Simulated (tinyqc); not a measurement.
A log to judge: charge neutrality of a doped semiconductor with incomplete ionisation. Computed by tinyqc. Command: `OMP_NUM_THREADS=1 python tinyqc.py 3013278 3013279 out.jsonl dopant walk`. One thread of a shared host (Intel(R) Xeon(R) Processor @ 2.30GHz), about 0.05 s of CPU time with the checks.

Energies are counted from the top of the valence band; E_D is measured down from the conduction band and E_A up from the valence band.

Inputs (values chosen for the exercise, for a model semiconductor):
```
quantity                    value   unit
gap at 0 K E_g0              2.45     eV
Varshni alpha            0.000423   eV/K
Varshni beta                  376      K
electron mass m_e           0.643    m_0
valleys M_c                     3      -
hole mass m_h                0.98    m_0
donor density N_D         7.6e+17  cm^-3
acceptor density N_A      1.7e+16  cm^-3
donor depth E_D              0.12     eV
acceptor depth E_A         0.0566     eV
donor degeneracy g_D            2      -
acceptor degeneracy g_A         2      -
temperature T                 100      K
iteration cap                  15      -
```

Doping: n-type, compensated. Statistics of the bands: Boltzmann. Solver: Newton steps on the difference. Start of Newton steps: 0.25 eV inside the majority band.

Constants: m_0 = 9.1093837015e-31 kg; k_B = 1.380649e-23 J/K; h = 6.62607015e-34 J s; k_B = 8.617333262e-05 eV/K.

Method:
- E_g = E_g0 - alpha T^2/(T + beta).
- N_c = 2 M_c (2 pi m_e k_B T/h^2)^(3/2) and N_v = 2 (2 pi m_h k_B T/h^2)^(3/2), masses in units of m_0.
- n = N_c exp((E_F - E_g)/k_B T), p = N_v exp(-E_F/k_B T).
- N_D+ = N_D/(1 + g_D exp((E_F - E_g + E_D)/k_B T)).
- N_A- = N_A/(1 + g_A exp((E_A - E_F)/k_B T)).
- Neutrality: p + N_D+ = n + N_A-; the log ratio is ln[(p + N_D+)/(n + N_A-)].
- Newton steps from the start named, with the slope from a central difference of 1e-6 eV; the function is the difference p + N_D+ - n - N_A- and steps are not cut; a step that lands more than 1.5 eV outside the gap ends the run; stop when |log ratio| < 1e-9.

Course of the iteration:
```
step  E_F (eV)  log ratio
1      2.69111   -74.9265
2      2.68250   -72.9265
3      2.67388   -70.9265
4      2.66526   -68.9265
5      2.65664   -66.9265
6      2.64803   -64.9265
7      2.63941   -62.9265
8      2.63079   -60.9265
9      2.62217   -58.9265
10     2.61356   -56.9265
11     2.60494   -54.9265
12     2.59632   -52.9265
13     2.58771   -50.9265
14     2.57909   -48.9265
15     2.57047   -46.9265
```

Can the last value be used, and what does the course show?

No. Not converged within 15 steps; the log ratio is still -46.9, and the E_F printed is only the next iterate. Far from the root Newton steps on an exponential move E_F by one k_B T each, which lowers the difference by a factor e; the start lies 0.25 eV, 29 k_B T, inside the band, and the last step was 1.00 k_B T. Reruns converge with solver = Newton steps on the logarithm; or with solver = bisection, iteration cap = 60; or with iteration cap = 60.
